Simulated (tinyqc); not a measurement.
Pariser-Parr-Pople SCF with singles CI, for the molecule C=CC=CC=CC=C (SMILES; centres numbered as the heavy atoms are written), step by step. One step of it, computed by the program tinyqc.

Task: Iteration 1: orbitals and new P. Diagonalise F (the basis is taken as orthonormal) and form P = 2 sum c c over the lowest orbitals; 0.3 of the old P is kept.

F (eV), order 1C, 2C, 3C, 4C, 5C, 6C, 7C, 8C:
$$\begin{pmatrix}
-5.595000 & -5.646016 & 0.000000 & 0.673869 & 0.000000 & -0.303850 & 0.000000 & 0.191694 \\
-5.646016 & -5.595000 & -4.259369 & 0.000000 & 0.190827 & 0.000000 & -0.039168 & 0.000000 \\
0.000000 & -4.259369 & -5.595000 & -5.252768 & 0.000000 & 0.611606 & 0.000000 & -0.303850 \\
0.673869 & 0.000000 & -5.252768 & -5.595000 & -4.387165 & 0.000000 & 0.190827 & 0.000000 \\
0.000000 & 0.190827 & 0.000000 & -4.387165 & -5.595000 & -5.252768 & 0.000000 & 0.673869 \\
-0.303850 & 0.000000 & 0.611606 & 0.000000 & -5.252768 & -5.595000 & -4.259369 & 0.000000 \\
0.000000 & -0.039168 & 0.000000 & 0.190827 & 0.000000 & -4.259369 & -5.595000 & -5.646016 \\
0.191694 & 0.000000 & -0.303850 & 0.000000 & 0.673869 & 0.000000 & -5.646016 & -5.595000
\end{pmatrix}$$

pi electrons, sum of z_r less the charge = 8

P at the start, order 1C, 2C, 3C, 4C, 5C, 6C, 7C, 8C:
$$\begin{pmatrix}
1.000000 & 0.862086 & 0.000000 & -0.367267 & 0.000000 & 0.263287 & 0.000000 & -0.229353 \\
0.862086 & 1.000000 & 0.494818 & 0.000000 & -0.103980 & 0.000000 & 0.033934 & 0.000000 \\
0.000000 & 0.494818 & 1.000000 & 0.758105 & 0.000000 & -0.333333 & 0.000000 & 0.263287 \\
-0.367267 & 0.000000 & 0.758105 & 1.000000 & 0.528752 & 0.000000 & -0.103980 & 0.000000 \\
0.000000 & -0.103980 & 0.000000 & 0.528752 & 1.000000 & 0.758105 & 0.000000 & -0.367267 \\
0.263287 & 0.000000 & -0.333333 & 0.000000 & 0.758105 & 1.000000 & 0.494818 & 0.000000 \\
0.000000 & 0.033934 & 0.000000 & -0.103980 & 0.000000 & 0.494818 & 1.000000 & 0.862086 \\
-0.229353 & 0.000000 & 0.263287 & 0.000000 & -0.367267 & 0.000000 & 0.862086 & 1.000000
\end{pmatrix}$$

Give: orbital energies; P after iteration 1.

Result:

orbital energies (eV): [-14.2456, -13.1633, -11.3769, -8.8362, -2.3538, 0.1869, 1.9733, 3.0556]

P after iteration 1, order 1C, 2C, 3C, 4C, 5C, 6C, 7C, 8C:
$$\begin{pmatrix}
1.0000 & 0.8855 & 0.0000 & -0.3560 & 0.0000 & 0.2339 & 0.0000 & -0.1812 \\
0.8855 & 1.0000 & 0.4549 & 0.0000 & -0.0851 & 0.0000 & 0.0257 & 0.0000 \\
0.0000 & 0.4549 & 1.0000 & 0.7911 & 0.0000 & -0.3332 & 0.0000 & 0.2339 \\
-0.3560 & 0.0000 & 0.7911 & 1.0000 & 0.4887 & 0.0000 & -0.0851 & 0.0000 \\
0.0000 & -0.0851 & 0.0000 & 0.4887 & 1.0000 & 0.7911 & 0.0000 & -0.3560 \\
0.2339 & 0.0000 & -0.3332 & 0.0000 & 0.7911 & 1.0000 & 0.4549 & 0.0000 \\
0.0000 & 0.0257 & 0.0000 & -0.0851 & 0.0000 & 0.4549 & 1.0000 & 0.8855 \\
-0.1812 & 0.0000 & 0.2339 & 0.0000 & -0.3560 & 0.0000 & 0.8855 & 1.0000
\end{pmatrix}$$
